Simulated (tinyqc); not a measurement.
Polarisation charge from two barrier thicknesses.

Question. Voff = phiB - dEc - q sigma d/(eps0 eb). Find sigma, phiB - dEc and the thickness at which Voff = 0.

Constants: q = 1.602176634e-19 C, eps0 = 8.8541878128e-14 F/cm where lengths are in cm. Results are converted to the units shown.

Voff at d = 13 and 28 nm (V): -5.5650513  -12.775264
eb = 9.1842000

Answer. Voff is a straight line in d: its slope is -q sigma/(eps0 eb) and its intercept phiB - dEc.

sigma = 2.44e13 cm^-2
phiB - dEc = 0.684 V
thickness for Voff = 0 = 1.42 nm

Computed by the program tinyqc: `OMP_NUM_THREADS=1 python tinyqc.py 2180171 2180172 out.jsonl`, one thread of a shared Intel Xeon 2.30GHz, about 0.01 s for the whole run.
